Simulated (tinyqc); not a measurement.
Permeation of metal atoms or ions through a thin barrier or dielectric: time lag, field-aided drift and lifetime: one step, computed by the program tinyqc.

The film 0 < x < d is empty at first; C = C0 at x = 0 and C = 0 at x = d. dC/dt = D d2C/dx2 - v dC/dx with drift v = D z e V/(k_B T d) (uniform field, no space charge).

Question. Time to the critical dose. Steady flux J = (D C0/d) P/(1 - exp(-P)); time lag in units of d^2/D: s_L = [P (1 + exp(-P))/(1 - exp(-P)) - 2]/P^2 (P = 0: J = D C0/d, s_L = 1/6). Dose through the film Q(s) = C0 d {f (s - s_L) - 2 exp(P/2) sum_(n=1..200) (-1)^n n^2 pi^2 exp(-l_n s)/l_n^2}, l_n = n^2 pi^2 + P^2/4, f = P/(1 - exp(-P)) the relative flux. Temperatures in kelvin are T(C) + 273.15. Solve Q = Q_c for s. At the use temperature D and P take T_u, with the same C0 and V; 1 year = 3.15576e7 s.

Inputs (values chosen for the exercise, for a model case: singly charged ions through a dielectric):

| quantity | value | unit |
|---|---|---|
| thickness d | 20 | nm |
| prefactor D0 | 7.6e-05 | cm^2/s |
| activation energy E | 0.859 | eV |
| concentration at the source side C0 | 3.2e+15 | 1/cm^3 |
| charge number z | 1 | - |
| voltage V (positive drives ions across) | 0.2 | V |
| critical dose Q_c | 2e+08 | 1/cm^2 |
| test temperature T | 150 | C |
| use temperature T_u | 70 | C |

Peclet number P = 5.484825

time scale d^2/D = 895.4918 s

Constants: k_B = 8.617333262e-05 eV/K.

Give: s at the critical dose; failure time at T; failure time at T_u.

Answer.

s at the critical dose = 0.07865

failure time at T = 70.43 s

failure time at T_u = 4.882e-04 years

Caution: grain boundaries, pinholes, trapping and space charge are left out; thin real barriers usually fail at defects.
